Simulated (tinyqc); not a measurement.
Inside a calculation. Model: charge-trap memory cell.

Numbers from tinyqc (`OMP_NUM_THREADS=1 python tinyqc.py 2130078 2130079 out.jsonl`; about 0.04 s on one thread of a shared Intel Xeon 2.30GHz). Printed values are rounded.

Channel, tunnel oxide, storage layer, blocking layer, gate. N electrons per area sit in a sheet at the centroid and shift the threshold by U = (q/eps0) N (tb/eb + xc tn/en). EOT = t1 + 3.9 (tn/en + tb/eb); tunnel field F = (Vg - U)/EOT; dN/dt = eta (J/q)(1 - N/Nm). Fowler-Nordheim: J = A F^2 exp(-B/F), A = q^2/(16 pi^2 hbar mo phi) (times 1e14 for A/cm^2 with F in V/nm, emitter mass m0), B = (4/3) sqrt(mo/C) phi^1.5, C = hbar^2/(2 m0).

Values chosen for this exercise; oxide values close to those of silicon dioxide, storage layer close to silicon nitride, blocking layer close to aluminium oxide: tunnel barrier phi = 3.07 eV; tunnelling mass mo = 0.43 m0; tunnel oxide (permittivity 3.9) t1 = 4.1 nm; storage layer tn = 7 nm; its relative permittivity en = 7.6; blocking layer tb = 9.5 nm; its relative permittivity eb = 9; charge centroid, share of tn counted from the blocking side xc = 0.66; capture efficiency of an empty layer eta = 0.79; trap density Nm = 1.2e13 cm^-2; storage temperature T = 358 K; shallowest trap depth E1 = 0.84 eV; deepest trap depth E2 = 1.55 eV; attempt frequency nu = 1e12 1/s; gate voltage less flat band and surface potential Vg = 12.5 V; first time step d0 = 2.9e-6 s; growth of the step gr = 1.4; steps n = 10.

Constants: q = 1.602176634e-19 C, kB = 1.380649e-23 J/K, hbar = 1.054571817e-34 J s, m0 = 9.1093837015e-31 kg, Vt = kB T/q, eps0 = 8.8541878128e-14 F/cm where lengths are in cm, hbar^2/(2 m0) = 0.0380998212 eV nm^2. Results are converted to the units shown.

Range of the model: The Fowler-Nordheim form needs F t1 above phi; trap-assisted paths and leakage through the blocking layer are left out.

## Constants of the stack

EOT, the shift for 1e12 electrons per cm^2, the shift with all traps full, and the starting field, current and rate.

EOT = 11.8088 nm
shift for 1e12 cm^-2 = 0.301003 V
shift with all traps full = 3.61204 V
F(0) = 1.05854 V/nm
J(0) = 0.0170310 A/cm^2
dN/dt at the start = 8.39765e16 cm^-2 s^-1

## Midpoint steps of growing length

N(half) = N + (d/2) r(N), N(new) = N + d r(N(half)), r = dN/dt; the step starts at d0 and is multiplied by gr each time. Field in the blocking layer (3.9 F + q N/eps0)/eb.

```
step       t (s)   N (cm^-2)    U (V)  F (V/nm)  blocking field (V/nm)
0              0           0  0.00000   1.05854               0.458699
1         2.9e-6  2.24132e11  0.06746   1.05282               0.460729
2        6.96e-6  4.88570e11  0.14706   1.04608               0.463125
3     1.26440e-5  7.91233e11  0.23816   1.03837               0.465867
4     2.06016e-5  1.12771e12  0.33945   1.02979               0.468916
5     3.17422e-5  1.49203e12  0.44911   1.02050               0.472216
6     4.73391e-5  1.87756e12  0.56515   1.01068               0.475709
7     6.91748e-5  2.27788e12  0.68565   1.00047               0.479336
8     9.97447e-5  2.68725e12  0.80887   0.99004               0.483045
9     1.42543e-4  3.10090e12  0.93338   0.97949               0.486793
10    2.02460e-4  3.51504e12  1.05804   0.96894               0.490545
```

A converged integration gives U = 1.068 V at the last time; the steps are 0.93 % below that. The tunnel field falls by 8.46 % while the blocking field rises by 6.94 %.

## Retention after ten years

Retention: filled traps are spread evenly in depth from E1 to E2, and each empties at the rate nu exp(-E/kB T). The share left is the mean of exp(-nu t exp(-E/kB T)) = [kB T/(E2 - E1)] [E1x(nu t exp(-E2/kB T)) - E1x(nu t exp(-E1/kB T))], E1x the exponential integral; traps shallower than about Ed = kB T ln(nu t) are empty. t = 3.15576e8 s.

Ed = 1.45615 eV
share left = 0.109151
loss a decade while Ed lies between E1 and E2, kB T ln 10/(E2 - E1) = 0.100049

The sharp-edge estimate (E2 - Ed)/(E2 - E1) is 0.132; the true edge lies 0.577 kB T deeper.
